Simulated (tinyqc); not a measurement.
Worked calculation: coherent transport through a tight-binding region between two chains. Computed by tinyqc, a small Python program that keeps every step. Settings: temperature = 77, mu = -0.3. Command: `OMP_NUM_THREADS=1 python tinyqc.py 26930 26931 out.jsonl` (the two numbers bound the seeds that draw the settings). One thread of a shared host (Intel(R) Xeon(R) Processor @ 2.60GHz), about 0.1 s of CPU time with the checks.

## Transmission at E = 0.26 eV

H of the central region (eV):
```
[[0.77000, -0.70000],
 [-0.70000, -0.43000]]
```

Leads: semi-infinite chains with site energy 0:
```
parameter                           value
lead hopping t (eV)              2.960000
coupling to the left lead (eV)   1.320000
coupling to the right lead (eV)  0.900000
left contact site                       1
right contact site                      2
```

E = 0.26000 eV

Surface Green function g = (E - i sqrt(4 t^2 - E^2)) / (2 t^2); self-energy tc^2 g on each contact site; G = (E - H - Sigma)^(-1); Gamma = -2 Im Sigma; T = Gamma_L Gamma_R |G_LR|^2; local density of states -Im G_ii / pi.

g = 0.01484-0.33751i 1/eV

G (1/eV):
```
[[-0.56648-0.41048i, 0.65007+0.16168i],
 [0.65007+0.16168i, 0.63347-0.42237i]]
```

local density of states (1/eV): [0.13066, 0.13444]

transmission = 0.28858

## Transmission across the band

The same steps on a grid of energies.

T(E):
```
E (eV)             T
-5.6240000  3.84e-05
-5.0616000   0.00016
-4.4992000   0.00040
-3.9368000   0.00090
-3.3744000   0.00202
-2.8120000   0.00485
-2.2496000   0.01346
-1.6872000   0.04956
-1.1248000   0.31239
-0.5624000   0.72397
0            0.32667
0.5624000    0.29453
1.1248000    0.32019
1.6872000    0.11125
2.2496000    0.02769
2.8120000    0.00877
3.3744000    0.00332
3.9368000    0.00138
4.4992000    0.00058
5.0616000    0.00022
5.6240000    0.00005
```

levels of the isolated region (eV): [-0.75195, 1.09195]

## Current

I = (2e/h) int T(E) [f(E - mu - V/2) - f(E - mu + V/2)] dE at 77 K with mu = -0.3 eV, the bias not changing H; 2e^2/h = 77.48092 microsiemens; the integral runs over the band on 4001 points.

Current:
```
V (volt)  I (microampere)
0.01000           0.35875
0.05000           1.79458
0.10000           3.59446
0.20000           7.23111
0.40000          14.79010
0.80000          31.64716
```
